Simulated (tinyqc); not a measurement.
Shallow acceptor in the spherical model (Baldereschi-Lipari), strong spin-orbit limit: one step, computed by the program tinyqc. Command: `OMP_NUM_THREADS=1 python tinyqc.py 3000244 3000245 out.jsonl acceptor walk`. One thread of a shared host (Intel(R) Xeon(R) Processor @ 2.30GHz), about 0.01 s of CPU time with the checks.

The 1S(3/2) state has an s envelope f(r) and a d envelope g(r). In effective units they obey -(f'' + 2f'/r + 2f/r) + mu (g'' + 5g'/r + 3g/r^2) = E f and -(g'' + 2g'/r - 6g/r^2 + 2g/r) + mu (f'' - f'/r) = E g. The cubic term, the split-off band and the central cell are left out.

Problem. Effective units and couplings. Ry* = Ry/(gamma_1 eps^2), a* = a_0 eps gamma_1, mu = (6 gamma_3 + 4 gamma_2)/(5 gamma_1), delta = (gamma_3 - gamma_2)/gamma_1; spherical masses 1/(gamma_1 (1 - mu)) (heavy) and 1/(gamma_1 (1 + mu)) (light).

Inputs (values chosen for the exercise, modelled on germanium): Luttinger gamma_1 = 13.2; Luttinger gamma_2 = 4.34; Luttinger gamma_3 = 5.77; dielectric constant eps = 15.1.

Constants: Ry = 13.605693123 eV; a_0 = 0.529177210903 angstrom.

Give: Ry*; a*; mu; delta; heavy-hole mass; light-hole mass.

Solution.

Ry* = 4.521 meV

a* = 105.5 angstrom

mu = 0.7876

delta = 0.1083

heavy-hole mass = 0.3566 m_0

light-hole mass = 0.04238 m_0
